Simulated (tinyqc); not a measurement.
Against the doping: grain-boundary trapping model (Seto) of a polycrystalline semiconductor film. Computed by tinyqc, a small Python program. Command: `OMP_NUM_THREADS=1 python tinyqc.py 3021270 3021271 out.jsonl poly walk`. One thread of a shared host (Intel(R) Xeon(R) Processor @ 2.30GHz), about 0.01 s of CPU time with the checks.

Grains of equal size L are joined by thin boundaries with one trap level. Trapped carriers deplete a width W on each side and raise a barrier, crossed by thermionic emission. Dopants are fully ionised, statistics are non-degenerate and mu_g does not depend on T.

Inputs (values chosen for the exercise, modelled on polycrystalline ZnO):
```
quantity,value,unit
permittivity eps,8.3,-
effective mass m,0.29,m_0
"effective density of states at 300 K, N_c",3.6e+18,1/cm^3
grain size L,300,nm
trap density Q_t,1.3e+12,1/cm^2
trap level E_t below the band edge,0.33,eV
mobility inside the grains mu_g,140,cm^2/(V s)
temperature T,400,K
```

Grain interior: resistance included.

Constants: e = 1.602176634e-19 C; eps_0 = 8.8541878128e-12 F/m; k_B = 8.617333262e-05 eV/K; m_0 = 9.1093837015e-31 kg; k_B = 1.380649e-23 J/K.

Method:
- If all traps fill, the grain is just depleted at N* = Q_t/L, with the barrier e Q_t L/(8 eps eps_0).
- N_c(T) = N_c (T/300 K)^(3/2). Filled traps Q = Q_t/(1 + (1/2) exp((E_t* - E_F)/k_B T)), where E_t* = e V_B - E_t and E_F are counted from the band edge at the grain centre. Partial depletion: Q = 2 N W, V_B = e N W^2/(2 eps eps_0), E_F = k_B T ln(N/N_c); solve for W. If that W would exceed L/2 the grain is fully depleted: W = L/2, Q = N L, and E_F follows from the trap equation. Centre density n_0 = N_c exp(E_F/k_B T).
- Boundary: sigma_b = L e^2 n_0 exp(-e V_B/k_B T)/sqrt(2 pi m k_B T); drift through the grain, depleted parts included: rho_g = [(1 - 2W/L) + (2W/L) int_0^1 exp(y^2 s^2) ds]/(e n_0 mu_g); rho = 1/sigma_b + rho_g. Mean carrier density n_av = n_0 [(1 - 2W/L) + (2W/L) (sqrt(pi)/2) erf(y)/y], y = sqrt(e V_B/k_B T); effective mobility 1/(e n_av rho).

N* = 4.33333e+16 1/cm^3

The same film:
```
N (1/cm^3),W (nm),V_B (V),mean density (1/cm^3),mobility (cm^2/(V s)),rho (ohm cm)
1.30e+15,150.00,0.03188,1.1442e+13,123.66,4.4111e+03
4.30e+15,150.00,0.10546,2.2623e+14,56.26,4.9039e+02
1.10e+16,124.22,0.18504,5.3711e+15,11.44,1.0155e+02
2.20e+16,89.49,0.19204,1.3799e+16,9.41,4.8047e+01
3.50e+16,71.57,0.19540,2.4512e+16,8.92,2.8543e+01
5.20e+16,58.94,0.19689,3.9139e+16,8.94,1.7841e+01
8.70e+16,45.41,0.19559,7.0452e+16,9.81,9.0286e+00
1.70e+17,31.32,0.18174,1.4819e+17,15.08,2.7930e+00
4.30e+17,14.97,0.10511,4.0856e+17,76.61,1.9942e-01
1.70e+18,3.82,0.02708,1.6909e+18,131.57,2.8054e-02
```

What follows from these numbers?

The barrier peaks among these rows at N = 5.2e16 (0.197 V) and the mobility has its minimum at 3.5e16; N* is 4.3e16. While the grain is fully depleted (W = L/2) V_B grows as N; once all traps are filled it falls as 1/N (last exponent -0.99). From 1.1e16 to 1.7e17 it is pinned, because the trap level has met E_F and the traps fill only in part. Partly depleted rows (W < L/2) with e V_B below 2 k_B T stretch the depletion approximation. Where N approaches N_c the non-degenerate statistics fail. rho drops most steeply, as N^-2.8, between 1.7e17 and 4.3e17.

Extremes, crossings and ranges named in words are read from the listed rows.
